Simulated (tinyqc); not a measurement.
Worked calculation: optical transitions of a finite quantum well. Values are carried at full precision from step to step, so a last printed digit may differ when a step is redone from the rounded ones.

Each carrier sees a square well of width L with its own depth V and masses m (inside), mb (outside); c = hbar^2/2m0, k = sqrt(m E/c), kappa = sqrt(mb (V - E)/c), and level n solves k L + 2 atan[(k/m)/(kappa/mb)] = n pi. The envelope is cos(kz) for odd n and sin(kz) for even n inside, joins exp(-kappa (|z| - L/2)) outside, and is normalised to 1. Excitons and band mixing are left out.

Constants: hbar^2/2m0 = 3.80998211 eV angstrom^2; hc = 1239.841984 eV nm; fine-structure constant alpha = 0.007297352564.

Values chosen for the exercise (near those of an InGaAs well in InAlAs; shifted at random, so the results belong to these values and not to a real crystal):

| symbol | value | unit | meaning |
|---|---|---|---|
| L | 103 | angstrom | well width |
| Eg | 0.825 | eV | gap of the well |
| Vc | 0.541 | eV | conduction offset |
| Vv | 0.222 | eV | valence offset |
| me | 0.0414 | m0 | electron, well |
| meb | 0.0745 | m0 | electron, barrier |
| mh | 0.38 | m0 | heavy hole along z, well |
| mhb | 0.394 | m0 | heavy hole, barrier |
| ml | 0.0525 | m0 | light hole along z, well |
| mlb | 0.089 | m0 | light hole, barrier |
| Ns | 0.38 | x 1e12/cm^2 | electrons in e1 |
| n_r | 3.31 |  | refractive index |
| G | 8 | meV | half width of the line |

## Confinement energies

Up to three levels for each carrier.

Levels:

| level | E (eV) | k (1/angstrom) | kappa (1/angstrom) |
|---|---|---|---|
| e1 | 0.0479 | 0.02281 | 0.09819 |
| e2 | 0.1928 | 0.04577 | 0.08252 |
| e3 | 0.4272 | 0.06813 | 0.04717 |
| hh1 | 0.0073 | 0.02691 | 0.14902 |
| hh2 | 0.0289 | 0.05371 | 0.14130 |
| hh3 | 0.0646 | 0.08028 | 0.12758 |
| lh1 | 0.0319 | 0.02098 | 0.06663 |
| lh2 | 0.1272 | 0.04187 | 0.04705 |

## Interband transitions

From e1 and e2 to each hole level: E = Eg + E_e + E_h, wavelength hc/E, squared overlap of the envelopes, and the strength |<S|p|v>|^2 in units of P^2 at the subband edge: overlap^2 times 1/2 (hh) or 1/6 (lh) for light polarised in the plane (TE), times 0 (hh) or 2/3 (lh) along z (TM).

Transitions:

| pair | E (eV) | wavelength (nm) | overlap^2 | TE | TM |
|---|---|---|---|---|---|
| e1-hh1 | 0.8801 | 1408.7 | 0.9813 | 0.4906 | 0.0000 |
| e1-hh2 | 0.9018 | 1374.8 | 0.0000 | 0.0000 | 0.0000 |
| e1-lh1 | 0.9048 | 1370.2 | 0.9933 | 0.1656 | 0.6622 |
| e1-hh3 | 0.9375 | 1322.5 | 0.0111 | 0.0056 | 0.0000 |
| e1-lh2 | 1.0001 | 1239.7 | 0.0000 | 0.0000 | 0.0000 |
| e2-hh1 | 1.0250 | 1209.5 | 0.0000 | 0.0000 | 0.0000 |
| e2-hh2 | 1.0467 | 1184.5 | 0.9426 | 0.4713 | 0.0000 |
| e2-lh1 | 1.0497 | 1181.1 | 0.0000 | 0.0000 | 0.0000 |
| e2-hh3 | 1.0824 | 1145.5 | 0.0000 | 0.0000 | 0.0000 |
| e2-lh2 | 1.1450 | 1082.8 | 0.9644 | 0.1607 | 0.6429 |

The edge is e1-hh1 at 1409 nm. Pairs of opposite parity vanish exactly; e1-hh3 is allowed by parity and reaches 0.0111, only because the two envelopes leak differently into the barriers.

## Intersubband transitions from e1

z_1j = <1|z|j>; 1/m1 = <1|1/m|1>; f_1j = (m1/c)(E_j - E_1) z_1j^2, which sums to 1 over all bound and continuum states.

Transitions:

| pair | E (meV) | wavelength (micrometre) | \|z\| (angstrom) | f |
|---|---|---|---|---|
| 1-2 | 144.9 | 8.56 | 24.68 | 0.9687 |
| 1-3 | 379.3 | 3.27 | 0.00 | 0.0000 |

m1 = 0.0418 m0
sum of f over bound states = 0.9687

The continuum carries the remaining 0.0313. With hard walls z_12 = 16 L/(9 pi^2) = 18.55 angstrom and f_12 = 256/(27 pi^2) = 0.9607.

## Absorption of one well

For light polarised along z (a real waveguide or Brewster geometry adds an angle factor), with all electrons in e1 and none in e2, the peak fractional absorption is 4 pi alpha Ns c f_12/(n_r m1 G) and the area under the Lorentzian line is pi G times that, c = hbar^2/2m0; 1e12/cm^2 = 1e-4/angstrom^2. EF - E1 = 2 pi c Ns/m1 at zero temperature.

peak absorption = 1.162 %
area = 29.19 % meV
EF - E1 = 21.8 meV

EF lies below e2, as assumed.

## Checks

- Sum of f over all levels of a difference grid (60 cells across the well) against 1: 0.999 against 1.000.
- The strength f_12 on that grid against the matched envelopes: 0.968 against 0.969.

tinyqc: `OMP_NUM_THREADS=1 python tinyqc.py 1280005 1280006 out.jsonl`; about 0.07 s, one thread, shared Intel(R) Xeon(R) Processor @ 2.30GHz.
